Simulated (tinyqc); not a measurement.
# Probe couplings from its potential

Question. One voltage probe p sits between leads L (mu = 1) and R (mu = 0) without magnetic field: mu_p = T_pL/(T_pL + T_pR), T_eff = T_RL + T_pL T_pR/(T_pL + T_pR). Find T_pL and T_pR.

T_RL = 0.27
mu_p = 0.46
T_eff = 0.3942

Solution. T_eff - T_RL equals T_pL (1 - mu_p) and also T_pR mu_p.

T_pL = 0.230
T_pR = 0.270

Program tinyqc, `OMP_NUM_THREADS=1 python tinyqc.py 2700016 2700017 out.jsonl`; Intel Xeon 2.30GHz, shared host, one thread, about 0.01 s.
